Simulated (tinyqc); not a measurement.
# Gap voltage and exponent from three temperatures

Inverse problem. At constant current VBE(T) = Vg0 - a T - eta (kB T/q) ln T, where a is a constant. Find Vg0, eta and dVBE/dT at the middle temperature.

Constants: q = 1.602176634e-19 C, kB = 1.380649e-23 J/K. Results are converted to the units shown.

T (K): 233  253  300
VBE at a constant current (V): 0.8037399730  0.7634888221  0.6668212933

Solution. The relation is linear in Vg0, a and eta, so three points give a linear system; the slope is (VBE - Vg0 - eta kB T/q)/T. eta rests on the curvature of VBE(T) alone, so real fits need accuracy of some tens of microvolts or better.

Vg0 = 1.189 V
eta = 4.000
dVBE/dT = -2.027 mV/K

tinyqc, about 0.02 s, one thread, Intel Xeon 2.30GHz (shared host): `OMP_NUM_THREADS=1 python tinyqc.py 2062195 2062196 out.jsonl`
